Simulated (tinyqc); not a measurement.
# Access strength from the read disturbance

Question. Transistor (EKV form, voltages against the body): I = 2 n b Vt^2 [F(vp - Vs) - F(vp - Vd)] from drain to source, F(v) = ln^2(1 + exp(v/(2 Vt))), vp = (Vg - VT + sg |Vd - Vs|)/n. n-channel bodies are at 0; for the p-channel device all voltages are counted down from Vdd. b in uA/V^2 gives I in uA. In an SRAM read the low node Q obeys In(gate QB, drain Q) = Ip(gate QB, drain Q) + Ia, where the access transistor (threshold VTn) has its gate and drain at Vdd and its source at Q. Find Ia, ba and the cell ratio bn/ba.

Inputs (values chosen for the exercise):

| symbol | value | unit | meaning |
|---|---|---|---|
| T | 300 | K | temperature |
| Vdd | 0.9 | V | supply voltage |
| n | 1.27 |  | slope factor |
| sg | 0.111 |  | drain-induced barrier lowering |
| VTn | 0.36 | V | n-channel threshold |
| VTp | 0.29 | V | p-channel threshold (magnitude) |
| bn | 350 | uA/V^2 | gain factor of the pull-down transistor |
| bp | 190 | uA/V^2 | gain factor of the pull-up transistor |

Constants: q = 1.602176634e-19 C, kB = 1.380649e-23 J/K, Vt = kB T/q. Results are converted to the units shown.

Q and QB in the read (V): [0.10317978, 0.89995254]

Answer. The node equation gives Ia, which is proportional to ba.

Ia = 17.5 uA
ba = 180 uA/V^2
cell ratio = 1.94

Computed by the program tinyqc: `OMP_NUM_THREADS=1 python tinyqc.py 2340105 2340106 out.jsonl`, one thread of a shared Intel Xeon 2.30GHz, about 0.2 s for the whole run.
